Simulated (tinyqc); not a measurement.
Trapped share and trap depth from dynamic on-resistance.

Inverse problem. Traps remove the share ft of the electrons in the drain access (length Ld, sheet resistance Rsh before stress), so Ron grows by Rsh Ld ft/(1 - ft). The recovery time goes as T^(-2) exp(q Ea/(kB T)). Find ft and Ea.

Values chosen for this exercise:
```
symbol,value,unit,meaning
Ld,2,um,drain access length
```

Constants: q = 1.602176634e-19 C, kB = 1.380649e-23 J/K. Results are converted to the units shown.

Ron before and just after an off-state stress (ohm mm): [2.4103443, 2.7056005]
Rsh = 442.88430 ohm
recovery times at 340 and 410 K (s): [21, 0.83090087]

Solution. The rise of Ron over Rsh Ld is ft/(1 - ft); ln(t T^2) is linear in 1/T.

ft = 0.250
Ea = 0.490 eV

Computed by the program tinyqc: `OMP_NUM_THREADS=1 python tinyqc.py 2570166 2570167 out.jsonl`, one thread of a shared Intel Xeon 2.30GHz, about 0.03 s for the whole run.
